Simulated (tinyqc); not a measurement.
LCCD on RHF in the 3-21g basis, for H2, spin multiplicity 1, step by step. One step of it, computed by the program tinyqc.

Question. Iteration 8 (converged): orbitals. Diagonalise F' = X^T F X, C = X C', fill 1 alpha and 1 beta electrons from the bottom; D = 2 C_occ C_occ^T. Each column has its largest component positive (the first on a tie).

converged F (hartree), order 1H 1s, 1H 2s, 2H 1s, 2H 2s:
```
[[0.228961, -0.409536, -0.374687, -0.396403],
 [-0.409536, -0.308484, -0.396403, -0.369999],
 [-0.374687, -0.396403, 0.228961, -0.409536],
 [-0.396403, -0.369999, -0.409536, -0.308484]]
```

X, order 1H 1s, 1H 2s, 2H 1s, 2H 2s:
```
[[-0.685141, 0.887512, 0.660816, 0.274771],
 [1.547898, -0.684493, 0.292495, 0.356267],
 [0.685141, 0.887512, -0.660816, 0.274771],
 [-1.547898, -0.684493, -0.292495, 0.356267]]
```

Give: F' = X^T F X; orbital energies; coefficients C; D after iteration 8.

Answer.

F' = X^T F X (hartree):
```
[[0.9172, 0.0000, -0.5125, 0.0000],
 [0.0000, 1.0931, 0.0000, 0.0533],
 [-0.5125, 0.0000, 0.5276, 0.0000],
 [0.0000, 0.0533, 0.0000, -0.5098]]
```

orbital energies (hartree): [-0.5116, 0.1741, 1.0948, 1.2707]

coefficients C, order 1H 1s, 1H 2s, 2H 1s, 2H 2s:
```
[[0.2451, 0.1550, 0.8962, -0.9392],
 [0.3788, 1.1196, -0.6723, 1.1082],
 [0.2451, -0.1550, 0.8962, 0.9392],
 [0.3788, -1.1196, -0.6723, -1.1082]]
```

D after iteration 8, order 1H 1s, 1H 2s, 2H 1s, 2H 2s:
```
[[0.1202, 0.1857, 0.1202, 0.1857],
 [0.1857, 0.2870, 0.1857, 0.2870],
 [0.1202, 0.1857, 0.1202, 0.1857],
 [0.1857, 0.2870, 0.1857, 0.2870]]
```
